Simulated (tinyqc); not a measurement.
Shallow donor in an anisotropic valley (effective-mass theory): sweeps and comparisons. A value that a table varies takes the place of the one given here.

One valley: H = -c [(d2/dx2 + d2/dy2)/mt + (d2/dz2)/ml] - q/(eps r), c = hbar^2/2m0, q = e^2/(4 pi eps0). Trial function exp(-sqrt((x^2 + y^2)/a^2 + z^2/b^2)) with a > b: T = (c/3)(2/(mt a^2) + 1/(ml b^2)), V = -(q/eps) atan(u/b)/u, u = sqrt(a^2 - b^2). The central cell of the impurity is left out.

Constants: hbar^2/2m0 = 3.80998211 eV angstrom^2; e^2/(4 pi eps0) = 14.39964547 eV angstrom; Ry = 13.60569312 eV; a0 (Bohr radius) = 0.5291772105 angstrom.

Values chosen for the exercise (near those of Ge; shifted at random, so the results belong to these values and not to a real crystal):
- mt = 0.083 m0 (transverse mass)
- eps = 15.7 (dielectric constant)
- xs = (1.5, 2.2, 3.1, 6.4, 13, 25, 54, 160) (ratios ml/mt)
- ml = 1.574 m0 (longitudinal mass)

## Mass anisotropy

mt and eps fixed, ml varied. Energies in units of Ry*(mt) = Ry mt/eps^2 and lengths in a*(mt) = a0 eps/mt; the last two columns use one mass, 3/(1/ml + 2/mt) or (ml mt^2)^(1/3).

Results:

| ml/mt | a/a* | b/a | binding | conductivity mass | density-of-states mass |
|---|---|---|---|---|---|
| 1.50 | 0.920 | 0.866 | 1.139 | 1.125 | 1.145 |
| 2.20 | 0.855 | 0.756 | 1.276 | 1.222 | 1.301 |
| 3.10 | 0.804 | 0.670 | 1.401 | 1.292 | 1.458 |
| 6.40 | 0.717 | 0.520 | 1.672 | 1.391 | 1.857 |
| 13.0 | 0.652 | 0.407 | 1.935 | 1.444 | 2.351 |
| 25.0 | 0.605 | 0.325 | 2.167 | 1.471 | 2.924 |
| 54.0 | 0.562 | 0.250 | 2.421 | 1.486 | 3.780 |
| 160 | 0.519 | 0.173 | 2.732 | 1.495 | 5.429 |

What does this show?

The binding grows from 1.14 to 2.73 Ry*(mt); for ml going to infinity the exact problem becomes two-dimensional, with 4 Ry*. The conductivity mass saturates at 1.5 and underbinds, by 17 % at ml/mt = 6.4; the density-of-states mass errs by +11 % there and by +99 % in the last row. With these mt and eps one unit is 4.58 meV.

## What each parameter does

The minimum of the trial energy. Each row changes one parameter from the base and keeps the others.

Results:

| case | E (meV) | a (angstrom) | b (angstrom) | b/a |
|---|---|---|---|---|
| base | -9.49 | 62.38 | 22.30 | 0.357 |
| ml = 1.968 m0 | -9.85 | 60.88 | 20.15 | 0.331 |
| mt = 0.091 m0 | -10.24 | 57.49 | 21.21 | 0.369 |
| eps = 17.3 | -7.81 | 68.74 | 24.57 | 0.357 |

How do the results move?

The largest shifts from the base row, up to three for each result and ties (the steps differ in size, so this ranks the rows, not the parameters). E (meV): eps +1.67, mt -0.75, ml -0.36. a (angstrom): eps +6.36, mt -4.89, ml -1.50. b (angstrom): eps +2.27, ml -2.14, mt -1.09. b/a: ml -0.026, mt +0.011; unchanged at the printed digits by eps. eps only rescales the solution (E as 1/eps^2, lengths as eps), so b/a depends on ml/mt alone.

Run: tinyqc, `OMP_NUM_THREADS=1 python tinyqc.py 1282448 1282449 out.jsonl`; Intel(R) Xeon(R) Processor @ 2.30GHz, one thread, shared host; about 0.01 s of CPU time with all checks.
